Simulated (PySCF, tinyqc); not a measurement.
CISD on RHF in the sto-6g basis, frozen core, for BeH+, spin multiplicity 1, step by step. The lowest restricted solution is unstable here: a spin-polarised one lies 0.0288 hartree lower (PySCF). One step of it, computed by the program tinyqc.

Question. CISD: determinants and Hamiltonian. Slater-Condon rules over spin orbitals, with the nuclear repulsion and the energy of the frozen orbital added and E(HF) subtracted on the diagonal. Only determinants linked to the reference directly or through others are kept (one block of an abelian symmetry group), so some states are absent.

one-electron integrals dressed by the frozen orbital, h + 2 (pq|11) - (p1|1q) (hartree):
```
           2          3          4          5          6
2  -1.033410   0.059109   0.000000   0.000000   0.003822
3   0.059109  -0.836144   0.000000   0.000000  -0.051933
4   0.000000   0.000000  -0.751412   0.000000   0.000000
5   0.000000   0.000000   0.000000  -0.751412   0.000000
6   0.003822  -0.051933   0.000000   0.000000  -0.723549
```

energy of the frozen orbital, 2 h_11 + (11|11) = -14.10526237 hartree

Two-electron integrals over orbitals (pq|rs), unique and non-zero (hartree); the lowest 1 orbital is frozen and left out:
```
(22|22) 0.422663    (32|22) -0.059109   (32|32) 0.085141    (33|22) 0.335886
(33|32) 0.020179    (33|33) 0.399947    (42|42) 0.048048    (43|42) 0.037010
(43|43) 0.045550    (44|22) 0.341687    (44|32) 0.056346    (44|33) 0.364758
(44|44) 0.450117    (52|52) 0.048048    (53|52) 0.037010    (53|53) 0.045550
(54|54) 0.024258    (55|22) 0.341687    (55|32) 0.056346    (55|33) 0.364758
(55|44) 0.401601    (55|55) 0.450117    (62|22) -0.003822   (62|32) 0.060583
(62|33) -0.011475   (62|44) 0.070008    (62|55) 0.070008    (62|62) 0.109601
(63|22) 0.056258    (63|32) -0.082905   (63|33) -0.034131   (63|44) -0.048476
(63|55) -0.048476   (63|62) -0.061902   (63|63) 0.099573    (64|42) 0.021615
(64|43) 0.003797    (64|64) 0.020885    (65|52) 0.021615    (65|53) 0.003797
(65|65) 0.020885    (66|22) 0.427684    (66|32) -0.058361   (66|33) 0.366195
(66|44) 0.348932    (66|55) 0.348932    (66|62) -0.018281   (66|63) 0.050622
(66|66) 0.456753
```

nuclear repulsion = 1.02355360 hartree

Hartree-Fock energy = -14.72586671 hartree

Give: determinants; H - E(HF) between determinants.

Answer.

Occupation strings over the orbitals (2 doubly, a alpha, b beta, 0 empty; spin orbitals ordered 1a 1b 2a 2b ...): 220000 2ab000 2a000b 2ba000 2b000a 202000 20a00b 200200 200020 20b00a 200002

H - E(HF) between determinants (hartree):
```
         220000   2ab000   2a000b   2ba000   2b000a   202000   20a00b   200200
220000   0.0000   0.0000   0.0000   0.0000   0.0000   0.0851   0.0606   0.0480
2ab000   0.0000   0.1105   0.0043  -0.0851  -0.0606   0.0793  -0.0829   0.0370
2a000b   0.0000   0.0043   0.3149  -0.0606  -0.1096  -0.0829   0.0007   0.0216
2ba000   0.0000  -0.0851  -0.0606   0.1105   0.0043  -0.0793   0.0077  -0.0370
2b000a   0.0000  -0.0606  -0.1096   0.0043   0.3149   0.0829   0.0619  -0.0216
202000   0.0851   0.0793  -0.0829  -0.0793   0.0829   0.3718  -0.0861   0.0456
20a00b   0.0606  -0.0829   0.0007   0.0077   0.0619  -0.0861   0.4507   0.0038
200200   0.0480   0.0370   0.0216  -0.0370  -0.0216   0.0456   0.0038   0.5915
200020   0.0480   0.0370   0.0216  -0.0370  -0.0216   0.0456   0.0038   0.0243
20b00a  -0.0606   0.0077   0.0619  -0.0829   0.0007   0.0861  -0.0996  -0.0038
200002   0.1096  -0.0619  -0.0145   0.0619   0.0145   0.0996  -0.0013   0.0209

         200020   20b00a   200002
220000   0.0480  -0.0606   0.1096
2ab000   0.0370   0.0077  -0.0619
2a000b   0.0216   0.0619  -0.0145
2ba000  -0.0370  -0.0829   0.0619
2b000a  -0.0216   0.0007   0.0145
202000   0.0456   0.0861   0.0996
20a00b   0.0038  -0.0996  -0.0013
200200   0.0243  -0.0038   0.0209
200020   0.5915  -0.0038   0.0209
20b00a  -0.0038   0.4507   0.0013
200002   0.0209   0.0013   0.6538
```
